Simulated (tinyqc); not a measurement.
Doping density: delta-doped layer in the Thomas-Fermi potential.

All donors ionised in the plane z = 0, zero temperature, energies from the Fermi level EF of the Thomas-Fermi model, which lies at the bulk band edge; c = hbar^2/2m0, q = e^2/(4 pi eps0). Layer in a (001) plane: two valleys with m_z = ml, m_d = mt (unprimed) and four with m_z = mt, m_d = sqrt(ml mt) (primed); m3 = (ml mt^2)^(1/3), gv = 6. With n = (gv/3 pi^2)(m3 (-V)/c)^(3/2) and V'' = -(4 pi q/eps) n for z > 0, the solution is V = -b/(|z| + z0)^4 with sqrt(b) = 20/K, K = (4 pi q/eps)(gv/3 pi^2)(m3/c)^(3/2), and z0^5 = 4b/(e F0), e F0 = 2 pi q N/eps; 1e13/cm^2 = 1e-3/angstrom^2. Exchange and correlation are left out.

Subbands solve -(c/m_z) psi'' + V psi = E psi on 1280 points of spacing z0/80; up to ten levels for each group, kept if bound with an rms width below 2.5 z0.

Constants: hbar^2/2m0 = 3.80998211 eV angstrom^2; e^2/(4 pi eps0) = 14.39964547 eV angstrom.

Parameters, chosen for this exercise (near those of a delta-doped layer in Si; shifted at random, so the results belong to these values and not to a real crystal):
```
symbol  value                     unit         meaning
ml      0.934                     m0           longitudinal mass
mt      0.187                     m0           transverse mass
eps     11.5                                   dielectric constant
Nl      (1, 2, 4, 7, 12, 20, 32)  x 1e13/cm^2  sheet densities
```

The well, the lowest level and the filling anew; at zero temperature n_i = g m_d (mu - E_i)/(2 pi c), with mu fixed by sum n_i = N.

Results:
```
N (1e13/cm^2)  z0 (angstrom)  depth (eV)  lowest (eV)  next - lowest (eV)  occupied  share of lowest (%)
1.0                     32.1      0.0631      -0.0220              0.0115         2                 32.9
2.0                     27.9      0.1098      -0.0421              0.0207         3                 31.4
4.0                     24.3      0.1912      -0.0799              0.0369         3                 29.8
7.0                     21.7      0.2991      -0.1332              0.0584         3                 28.4
12                      19.5      0.4603      -0.2170              0.0904         3                 27.2
20                      17.6      0.6927      -0.3433              0.1360         4                 26.0
32                      16.0      1.0089      -0.5221              0.1971         4                 24.9
```

What can be read from this table?

The depth grows as N^(4/5) and z0 shrinks as N^(-1/5): factors 16.0 and 2.00 for 32 times the doping. The lowest level deepens faster, with exponent 0.91, since the zero-point energy takes a smaller share of a deeper well (65 % falling to 48 %). The number of occupied subbands is 2 in the first row and 4 in the last. Depths beyond about 0.5 eV stretch parabolic valleys past their range. Up to N = 1 the donor spacing exceeds 1.5 Bohr radii (one radius, a0 eps/m with the density-of-states mass, is 19 angstrom), where a uniform sheet is a crude picture of discrete donors (beyond about three radii electrons stay on single donors).

Program tinyqc; command `OMP_NUM_THREADS=1 python tinyqc.py 1280791 1280792 out.jsonl`; about 0.1 s on one thread of a shared Intel(R) Xeon(R) Processor @ 2.30GHz.
